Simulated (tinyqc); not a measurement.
# Illuminated p-n diode, drift-diffusion by the Gummel loop with Scharfetter-Gummel fluxes: Solar-cell figures against the acceptor density of the p side

Abrupt junction at x = 0, p side from -Lp, n side to Ln, ohmic contacts. psi is counted from the intrinsic level; n = ni exp((psi - phin)/Vt), p = ni exp((phip - psi)/Vt). Contacts: p side psi = V - Vt ln(Na/ni), p = Na, n = ni^2/Na; n side psi = Vt ln(Nd/ni), n = Nd, p = ni^2/Nd. Constant mobilities, D = mu Vt, Boltzmann statistics, SRH recombination through a mid-gap level, U = (n p - ni^2)/(tp (n + ni) + tn (p + ni)). Current is positive from the p contact to the n contact.

ni = sqrt(Nc Nv) exp(-Eg/(2 Vt)), Eg in volts. Poisson and both continuity equations are solved self-consistently with Scharfetter-Gummel fluxes on a graded mesh of 500 nodes. Jsc = -J(0), collected share Jsc/(q G (Lp + Ln)), estimate q G [W + Le tanh(wp/2 Le) + Lh tanh(wn/2 Lh)] at V = 0 with Le = sqrt(Dn tn), Lh = sqrt(Dp tp), W, wp = Lp - xp and wn = Ln - xn from the depletion approximation; J(Voc) = 0; Vmp maximises -J V; FF = Pmax/(Jsc Voc).

Inputs (values chosen for the exercise); band and dielectric values close to those of silicon: temperature T = 275 K; band gap Eg = 1.11 eV; relative permittivity eps_r = 11.5; conduction-band density of states at T Nc = 2.45e19 cm^-3; valence-band density of states at T Nv = 2.3e19 cm^-3; donor density of the n side Nd = 1.1e16 cm^-3; electron mobility mun = 970 cm^2/(V s); hole mobility mup = 350 cm^2/(V s); SRH lifetime of electrons tn = 1e-10 s; SRH lifetime of holes tp = 5e-9 s; length of the p side Lp = 1.9 um; length of the n side Ln = 3.2 um; uniform generation rate G = 2e21 cm^-3 s^-1.

Constants: q = 1.602176634e-19 C, kB = 1.380649e-23 J/K, Vt = kB T/q, eps0 = 8.8541878128e-14 F/cm where lengths are in cm. Results are converted to the units shown.

Solar-cell figures against the acceptor density of the p side:

| Na (cm^-3) | Jsc (mA/cm^2) | collected share (%) | estimate of Jsc (mA/cm^2) | Voc (V) | Vmp (V) | FF | Pmax (mW/cm^2) |
|---|---|---|---|---|---|---|---|
| 1.2e17 | 64.6 | 39.5 | 65.0 | 0.528 | 0.432 | 0.720 | 24.6 |
| 2.7e17 | 64.4 | 39.4 | 64.8 | 0.531 | 0.433 | 0.718 | 24.6 |
| 6e17 | 64.4 | 39.4 | 64.7 | 0.533 | 0.433 | 0.717 | 24.6 |
| 1.3e18 | 64.4 | 39.4 | 64.7 | 0.533 | 0.434 | 0.717 | 24.6 |
| 3e18 | 64.4 | 39.4 | 64.8 | 0.534 | 0.434 | 0.717 | 24.6 |

What does the comparison show?

As Na rises from 1.2e17 to 3e18, the collected share stays near 39.4 %, Voc rises from 0.528 to 0.534 V and FF stays near 0.718. The estimate of Jsc is within 0.57 % in all rows.

tinyqc, about 0.7 s, one thread, Intel Xeon 2.30GHz (shared host): `OMP_NUM_THREADS=1 python tinyqc.py 2240032 2240033 out.jsonl`
